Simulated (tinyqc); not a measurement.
Avalanche multiplication and breakdown of a junction from ionisation integrals: one step, computed by the program tinyqc. Command: `OMP_NUM_THREADS=1 python tinyqc.py 3009288 3009289 out.jsonl impact walk`. One thread of a shared host (Intel(R) Xeon(R) Processor @ 2.30GHz), about 0.01 s of CPU time with the checks.

Ionisation coefficients follow the local field. Position x runs through the depletion layer from the p side (x = 0), where electrons enter, to the n side (x = w), where holes enter. The built-in voltage is neglected.

Problem. On-resistance of the drift layer. R_on = w/(e mu N) with w the width at breakdown; figure of merit V_B^2/R_on; for a triangular field it equals eps eps_0 mu F_m^3/4.

Inputs (values chosen for the exercise, modelled on silicon): permittivity eps = 11.7; drift-layer mobility mu = 1500 cm^2/(V s); doping N of the lightly doped side = 1.1e+15 1/cm^3.

Junction: punch-through p+ n- n+.

width at breakdown = 2.4 micrometre

breakdown voltage = 69.61786 V

critical field F_m = 0.3104894 MV/cm

Constants: e = 1.602176634e-19 C; eps_0 = 8.8541878128e-12 F/m.

Give: specific on-resistance; V_B^2/R_on; eps eps_0 mu F_m^3/4.

Solution.

specific on-resistance = 0.9079 milliohm cm^2

V_B^2/R_on = 5.339 MW/cm^2

eps eps_0 mu F_m^3/4 = 11.63 MW/cm^2

The punch-through design reaches 0.459 times the triangular value at the same peak field; at fixed F_m the best ratio is 32/27 = 1.185.
